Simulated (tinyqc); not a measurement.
Comparisons within one model: shallow donor in an anisotropic valley (effective-mass theory). A value that a table varies takes the place of the one given here.

One valley: H = -c [(d2/dx2 + d2/dy2)/mt + (d2/dz2)/ml] - q/(eps r), c = hbar^2/2m0, q = e^2/(4 pi eps0). Trial function exp(-sqrt((x^2 + y^2)/a^2 + z^2/b^2)) with a > b: T = (c/3)(2/(mt a^2) + 1/(ml b^2)), V = -(q/eps) atan(u/b)/u, u = sqrt(a^2 - b^2). The central cell of the impurity is left out.

Constants: hbar^2/2m0 = 3.80998211 eV angstrom^2; e^2/(4 pi eps0) = 14.39964547 eV angstrom; Ry = 13.60569312 eV; a0 (Bohr radius) = 0.5291772105 angstrom.

Values chosen for the exercise (near those of Ge; the results hold for these values, not for the real material): mt = 0.079 m0 (transverse mass); eps = 14.9 (dielectric constant); xs = (1.4, 2, 2.9, 5.4, 8.9, 16, 38, 200) (ratios ml/mt); ml = 1.569 m0 (longitudinal mass).

## Mass anisotropy

mt and eps fixed, ml varied. Energies in units of Ry*(mt) = Ry mt/eps^2 and lengths in a*(mt) = a0 eps/mt; the last two columns use one mass, 3/(1/ml + 2/mt) or (ml mt^2)^(1/3).

Results:
```
ml/mt   a/a*    b/a  binding  conductivity mass  density-of-states mass
1.40   0.932  0.887    1.115              1.105                   1.119
2.00   0.870  0.782    1.241              1.200                   1.260
2.90   0.813  0.686    1.377              1.279                   1.426
5.40   0.735  0.552    1.609              1.373                   1.754
8.90   0.684  0.464    1.795              1.420                   2.072
16.0   0.635  0.379    2.010              1.455                   2.520
38.0   0.580  0.282    2.309              1.481                   3.362
200    0.512  0.160    2.789              1.496                   5.848
```

The binding grows from 1.11 to 2.79 Ry*(mt); for ml going to infinity the exact problem becomes two-dimensional, with 4 Ry*. The conductivity mass saturates at 1.5 and underbinds, by 15 % at ml/mt = 5.4; the density-of-states mass errs by +9 % there and by +110 % in the last row. With these mt and eps one unit is 4.84 meV.

## What each parameter does

The minimum of the trial energy. Each row changes one parameter from the base and keeps the others.

Results:
```
case           E (meV)  a (angstrom)  b (angstrom)    b/a
base            -10.10         61.88         21.77  0.352
ml = 1.961 m0   -10.48         60.41         19.69  0.326
mt = 0.087 m0   -10.95         56.80         20.66  0.364
eps = 13.4      -12.49         55.65         19.58  0.352
```

The largest shifts from the base row, up to three for each result and ties (the steps differ in size, so this ranks the rows, not the parameters). E (meV): eps -2.39, mt -0.84, ml -0.38. a (angstrom): eps -6.23, mt -5.08, ml -1.47. b (angstrom): eps -2.19, ml -2.08, mt -1.11. b/a: ml -0.026, mt +0.012; unchanged at the printed digits by eps. eps only rescales the solution (E as 1/eps^2, lengths as eps), so b/a depends on ml/mt alone.

Program tinyqc; command `OMP_NUM_THREADS=1 python tinyqc.py 1280637 1280638 out.jsonl`; about 0.01 s on one thread of a shared Intel(R) Xeon(R) Processor @ 2.30GHz.
